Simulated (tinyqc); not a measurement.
Ferroelectric hysteresis, discrete Preisach model: one step of the calculation.

25 bistable elements (j, k) switch to +1 when V reaches u_j and to -1 when V falls to -u_k, and keep their state between. P = Ps sum w_jk s_jk. All elements start at -1. No time dependence and no dielectric part.

Task. The voltage goes to 1.8 V. Rows with u_j <= V turn to +1; columns with V <= -u_k turn to -1; P = Ps sum w s.

Parameters, values chosen for the exercise: saturation polarisation Ps = 34 uC/cm^2; list of the u_j up = [0.3, 0.9, 1.5, 2.1, 2.7] V.

states after step 2:
```
       d=-0.3  d=-0.9  d=-1.5  d=-2.1  d=-2.7
u=0.3      -1       1       1       1       1
u=0.9      -1       1       1       1       1
u=1.5      -1       1       1       1       1
u=2.1      -1       1       1       1       1
u=2.7      -1       1       1       1       1
```

w:
```
           d=-0.3      d=-0.9      d=-1.5      d=-2.1      d=-2.7
u=0.3  0.05370352  0.04181584  0.00498557  0.00009102  0.00000025
u=0.9  0.04181584  0.14610006  0.07816199  0.00640290  0.00008031
u=1.5  0.00498557  0.07816199  0.18763433  0.06897071  0.00388197
u=2.1  0.00009102  0.00640290  0.06897071  0.11375971  0.02873082
u=2.7  0.00000025  0.00008031  0.00388197  0.02873082  0.03255959
```

V = 1.8 V

Give: states after step 3; P after step 3.

Result.

states after step 3:
```
       d=-0.3  d=-0.9  d=-1.5  d=-2.1  d=-2.7
u=0.3       1       1       1       1       1
u=0.9       1       1       1       1       1
u=1.5       1       1       1       1       1
u=2.1      -1       1       1       1       1
u=2.7      -1       1       1       1       1
```

P after step 3 = 33.99 uC/cm^2

Computed by the program tinyqc: `OMP_NUM_THREADS=1 python tinyqc.py 2860070 2860071 out.jsonl`, one thread of a shared Intel Xeon 2.30GHz, about 0.01 s for the whole run.
